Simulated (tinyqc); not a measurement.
Capacitance of parallel on-chip lines from Laplace's equation on a mesh: one step of the calculation.

Cross-section of an endless row of equal lines between two grounded planes; neighbours are driven in antiphase (+1 V and -1 V), so the plane midway between two lines is at 0 V. By symmetry one quarter is solved: x runs from the centre of a line (column 0, mirror) to that midplane (column 5, 0 V), y from the mid-height of the line (row 0, mirror) to the ground plane (row 4, 0 V). The line fills columns 0 to 2 and rows 0 to 1 at 1 V. Cells beside the line (below row 1) have e2, cells above have e1. Each link between nodes has the conductance g = mean permittivity of the two cells beside it (a cell beyond a mirror counts as 0), and the free nodes obey sum g (V_neighbour - V) = 0.

Question. Capacitance per length. C = 4 eps0 sum g (difference of V)^2 over all links (twice the energy of the four quarters, line at 1 V). Plate estimate without fringing: eps0 [2 e1 w/hd + 2 e2 t/(s/2)], w = 4 hx, t = 2 hx, s/2 = 3 hx, hd = 3 hx.

Values chosen for this exercise: relative permittivity above and below the lines e1 = 3; relative permittivity between the lines e2 = 2.7.

Constants: eps0 = 8.8541878128e-12 F/m. Results are converted to the units shown.

converged V (V):
```
           col 0      col 1      col 2      col 3      col 4      col 5
row 0  1.0000000  1.0000000  1.0000000  0.5923827  0.2720340  0.0000000
row 1  1.0000000  1.0000000  1.0000000  0.5487486  0.2478766  0.0000000
row 2  0.6400921  0.6254814  0.5630683  0.3666175  0.1757893  0.0000000
row 3  0.3094057  0.2987653  0.2601743  0.1788638  0.0886633  0.0000000
row 4  0.0000000  0.0000000  0.0000000  0.0000000  0.0000000  0.0000000
```

gx:
```
       col 0  col 1  col 2  col 3  col 4
row 0   1.35   1.35   1.35   1.35   1.35
row 1   2.85   2.85   2.85   2.85   2.85
row 2      3      3      3      3      3
row 3      3      3      3      3      3
row 4    1.5    1.5    1.5    1.5    1.5
```

gy:
```
       col 0  col 1  col 2  col 3  col 4  col 5
row 0   1.35    2.7    2.7    2.7    2.7   1.35
row 1    1.5      3      3      3      3    1.5
row 2    1.5      3      3      3      3    1.5
row 3    1.5      3      3      3      3    1.5
```

Give: C; plate estimate.

Answer.

C = 170.37 aF/um
plate estimate = 102.71 aF/um

Computed by the program tinyqc: `OMP_NUM_THREADS=1 python tinyqc.py 2790208 2790209 out.jsonl`, one thread of a shared Intel Xeon 2.30GHz, about 0.7 s for the whole run.
